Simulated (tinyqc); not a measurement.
Thin-body transistor below threshold, two-dimensional Poisson equation on a small mesh: two steps of the calculation.

A thin body on a thick buried insulator of low permittivity, taken as carrying no normal field at the bottom of the body (row 0). Mobile charge is neglected (subthreshold), the body is fully depleted, and potentials are counted from the intrinsic level; rows run upward to the gate, columns from source to drain.

Values chosen for this exercise; semiconductor permittivity close to that of silicon: relative permittivity of the semiconductor eps_r = 11.6; relative permittivity of the insulator eox = 25; body thickness tb = 3 nm; insulator thickness tox = 7.2 nm; channel length L = 37 nm; acceptor density of the depleted body Na = 0 cm^-3.

Constants: q = 1.602176634e-19 C, eps0 = 8.8541878128e-14 F/cm where lengths are in cm. Results are converted to the units shown.

Problem 1. Coefficients of the five-point equations. Mesh: rows i = 0..2 in the semiconductor (step hs = tb/2, row 2 on the interface), then 1 step(s) ho = tox/1 up to the gate row 3; columns j = 0..5 (step hy = L/5). Box integration, divided by eps0: up_i = eps hy/h of the interval above row i, dn_i = that of the interval below (0 for row 0), lat_i = (sum of eps h/2 over the intervals above and below)/hy, s_i = -q Na w_i hy/eps0 with w_i the semiconductor height of the box (hs/2 for row 0 and the interface row, hs between, 0 in the insulator). Each free node obeys (up + dn + 2 lat) psi = up psi(above) + dn psi(below) + lat [psi(left) + psi(right)] + s.

Give: up; dn; lat; s.

Solution 1.

```
row	up	dn	lat	s (V)
0	57.227	0	1.1757	0
1	57.227	57.227	2.3514	0
2	25.694	57.227	13.338	0
```

Problem 2. Over-relaxation sweep (omega = 1.5). Free nodes: rows 0..2, columns 1..4, taken row by row from row 0, left to right. t = (up psi(above) + dn psi(below) + lat [psi(left) + psi(right)] + s)/(up + dn + 2 lat), with the newest neighbours; psi(new) = psi + 1.5 (t - psi).

psi at the start (fixed values on the edges, free nodes at the gate value) (V):
```
	j=0	j=1	j=2	j=3	j=4	j=5
row 0	0.5300000	-0.0700000	-0.0700000	-0.0700000	-0.0700000	1.0300000
row 1	0.5300000	-0.0700000	-0.0700000	-0.0700000	-0.0700000	1.0300000
row 2	0.5300000	-0.0700000	-0.0700000	-0.0700000	-0.0700000	1.0300000
row 3	-0.0700000	-0.0700000	-0.0700000	-0.0700000	-0.0700000	-0.0700000
```

```
row	up	dn	lat	s (V)
0	57.226667	0	1.1756757	0
1	57.226667	57.226667	2.3513514	0
2	25.694444	57.226667	13.337838	0
```

Find: psi after iteration 1.

Solution 2.

psi after iteration 1 (V):
```
	j=0	j=1	j=2	j=3	j=4	j=5
row 0	0.530	-0.052	-0.069	-0.070	-0.037	1.030
row 1	0.530	-0.039	-0.069	-0.070	-0.014	1.030
row 2	0.530	0.063	-0.045	-0.065	0.176	1.030
row 3	-0.070	-0.070	-0.070	-0.070	-0.070	-0.070
```

tinyqc, about 0.1 s, one thread, Intel Xeon 2.30GHz (shared host): `OMP_NUM_THREADS=1 python tinyqc.py 2480026 2480027 out.jsonl`
